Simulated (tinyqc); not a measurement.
From results back to parameters: overlap of hydrogenic dopants: pairs, impurity band and the Mott density. Three cases, with inputs chosen for the exercise.

Problem. Ry* = Ry m/eps^2, aB = a0 eps/m, and the Mott density is (0.26/aB)^3 (1/angstrom^3 = 1e24/cm^3). Binding energy and critical density come from a hidden mass and dielectric constant.

Constants: Ry = 13.60569312 eV; a0 (Bohr radius) = 0.5291772105 angstrom.

Find: aB; eps; m.

Method. aB = 0.26/n^(1/3); the product Ry* aB = Ry a0/eps gives eps, and m = a0 eps/aB.

Case 1.

binding energy = 28.22717 meV
critical density = 1.696345e+18 1/cm^3

Solution.

aB = 21.80 angstrom
eps = 11.70
m = 0.284 m0

Case 2.

binding energy = 6.56924 meV
critical density = 4.971592e+16 1/cm^3

Solution.

aB = 70.71 angstrom
eps = 15.50
m = 0.116 m0

Case 3.

binding energy = 58.75723 meV
critical density = 8.451857e+18 1/cm^3

Solution.

aB = 12.76 angstrom
eps = 9.60
m = 0.398 m0

Computed by tinyqc, one run a case: `OMP_NUM_THREADS=1 python tinyqc.py N N+1 out.jsonl` with N = 1451451, 1451472, 1451541; one thread of a shared Intel(R) Xeon(R) Processor @ 2.30GHz, about 0.01 s a run at most.
